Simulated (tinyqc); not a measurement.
## Thermoelectric coefficients of a parabolic band, Landauer integrals: effect of the Fermi level

Bulk parabolic band, x = (E - Ec)/kB T, C = hbar^2/(2 m0), kB T in eV. Modes per area gv m kB T x/(4 pi C) times the back-scattering length l0 x^rr give the transport function s0 X(x), s0 = (2 q^2/h) gv m kB T l0/(4 pi C), X = x^(1 + rr). I_k = int X (x - eta)^k w dx, w = 1/(4 cosh^2((x - eta)/2)).

sigma = s0 I_0, S = -(kB/q) I_1/I_0, Lorenz number L = (kB/q)^2 [I_2/I_0 - (I_1/I_0)^2], kappa_e = L sigma T. Power factor S^2 sigma, ZT = S^2 sigma T/(kappa_e + kL). The integrals are converged.

Values chosen for this exercise:
- T = 400 K (temperature)
- m = 0.78 m0 (mass of one valley)
- gv = 4 (valleys)
- l0 = 4.3 nm (back-scattering length at x = 1)
- rr = 0 (energy exponent of that length)
- kL = 5.3 W/(m K) (lattice thermal conductivity)

Constants: q = 1.602176634e-19 C, kB = 1.380649e-23 J/K, hbar = 1.054571817e-34 J s, h = 6.62607015e-34 J s, m0 = 9.1093837015e-31 kg, Vt = kB T/q, hbar^2/(2 m0) = 0.0380998212 eV nm^2. Results are converted to the units shown.

Results:
```
eta   sigma (S/cm)  S (uV/K)  kappa_e (W/(m K))  power factor (mW/(m K^2))       ZT
-4           13.58    -517.8           0.008087                     0.3642  0.02745
-3.2         29.90    -449.8            0.01785                     0.6050  0.04551
-1.6         137.6    -318.3            0.08364                      1.394   0.1036
-0.8         277.7    -257.9             0.1726                      1.848   0.1350
0            518.7    -204.5             0.3347                      2.169   0.1540
0.8          876.4    -160.3             0.5954                      2.253   0.1529
1.6           1335    -126.1             0.9623                      2.123   0.1356
2.4           1861    -100.6              1.422                      1.885   0.1121
3.2           2425    -81.95              1.949                      1.629  0.08987
4             3007    -68.22              2.519                      1.399  0.07158
```

Estimate the missing row, eta = -2.4.

Computed row:
```
eta   sigma (S/cm)  S (uV/K)  kappa_e (W/(m K))  power factor (mW/(m K^2))       ZT
-2.4         64.99    -382.9            0.03902                     0.9530  0.07140
```

With this row back in the table: sigma rises from 13.6 to 3010 S/cm, and S rises from -518 to -68.2 uV/K. Among the rows the power factor is largest at eta = 0.8 and ZT, 0.154, at eta = 0, where S = -205 uV/K. ZT peaks at a lower eta than the power factor because kappa_e grows with sigma.

Range of the model: Parabolic bands, elastic scattering and a fixed kL make these model figures, not those of a material.

tinyqc, about 0.05 s, one thread, Intel Xeon 2.30GHz (shared host): `OMP_NUM_THREADS=1 python tinyqc.py 2800123 2800124 out.jsonl`
